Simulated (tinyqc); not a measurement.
# From capture time back to electron-phonon coupling W

Model: non-radiative capture by multiphonon emission, one effective mode. Computed by tinyqc, a small Python program. Command: `OMP_NUM_THREADS=1 python tinyqc.py 3024929 3024930 out.jsonl capture inv`. One thread of a shared host (Intel(R) Xeon(R) Processor @ 2.30GHz), about 0.07 s of CPU time with the checks.

The initial state (free carrier plus empty centre) lies dE above the final state; both have the same frequency and are displaced by dQ.

Inputs (values chosen for the exercise, with mass, screening and phonons like those of GaAs):
```
quantity                   value        unit
energy released dE         0.667          eV
phonon energy hbar omega    35.3         meV
Huang-Rhys factor S         6.16           -
cell volume V                857  angstrom^3
degeneracy g                   4           -
broadening b                  30         meV
carrier mass m            0.0692         m_0
temperature T                500           K
defect density N_t         4e+16       cm^-3
```

Centre: neutral.

Constants: hbar^2/u = 4.18015928e-03 eV angstrom^2; k_B = 8.617333262e-05 eV/K; hbar = 6.582119569e-16 eV s; k_B = 1.380649e-23 J/K; m_0 = 9.1093837015e-31 kg.

Method:
- dQ = sqrt(2 S (hbar^2/u)/hbar omega); relaxation energy lambda = S hbar omega; phonons needed P = dE/hbar omega; classical barrier E_b = (dE - lambda)^2/(4 lambda); occupation n = 1/(exp(hbar omega/k_B T) - 1).
- Huang-Rhys weight for a net emission of p phonons: L_p = exp(-S (2n + 1)) ((n + 1)/n)^(p/2) I_p(2 S sqrt(n (n + 1))), I_p the modified Bessel function.
- M_p = sum_m w_m <m_i|Q|(m + p)_f>^2 with Q counted from the final minimum and Boltzmann weights w_m for m = 0..24; <m_i|Q|k_f> = sqrt((hbar^2/u)/(2 hbar omega)) [sqrt(k) <m|k-1> + sqrt(k+1) <m|k+1>], with overlaps of oscillators displaced by d = sqrt(2 S) summed on 1500 points from -16 to 16 + d.
- The delta function is a Gaussian of standard deviation b at dE - p hbar omega.
- C_0 = V (2 pi/hbar) g W^2 sum_p M_p Gaussian_p. The sum runs over the seven p from round(P) - 3 to round(P) + 3; 1 angstrom^3 = 1e-24 cm^3.
- For a neutral centre the Sommerfeld factor is 1.
- C = s C_0; v = sqrt(3 k_B T/m); sigma = C/v; tau = 1/(C N_t).

Task: A run gave the result below. Find the electron-phonon coupling W, known to lie between 0.0026 and 0.005 eV/(u^(1/2) angstrom).

capture time = 3.963864e-07 s

Result:

Each step takes the trial c = (a f_b - b f_a)/(f_b - f_a), f being the result less the target and a, b, c the logarithms of the listed values; c replaces end b, the old b replaces a if the sign of f changed, and otherwise f_a is halved.

Scan of the range:
```
electron-phonon coupling W (eV/(u^(1/2) angstrom))  capture time (s)
0.00260                                                  6.66726e-07
0.00290                                                  5.35917e-07
0.00323                                                  4.32005e-07
0.00361                                                  3.45843e-07
0.00402                                                  2.78896e-07
0.00448                                                  2.24563e-07
0.00500                                                  1.80283e-07
```

False position (Illinois rule, in the logarithm of the input) inside the bracket:
```
step       end a       end b       trial  capture time (s)
1     0.00323000  0.00361000  0.00338198       3.94050e-07
2     0.00323000  0.00338198  0.00336399       3.98275e-07
3     0.00338198  0.00336399  0.00337202       3.96381e-07
4     0.00336399  0.00337202  0.00337200       3.96386e-07
5     0.00336399  0.00337200  0.00337200       3.96386e-07
6     0.00337200  0.00337200  0.00337200       3.96386e-07
```

Capture time falls at every point of a 13-point scan of the range (every second point is shown), so one value fits; it is bracketed by 0.00323 and 0.00361. The scan shows a pure power law with exponent -2.000, so scaling from any one row also gives the answer directly. Answer: electron-phonon coupling W = 0.003372 eV/(u^(1/2) angstrom).

Caution: the largest term is not the one nearest energy conservation, so C_0 depends strongly on the broadening b.
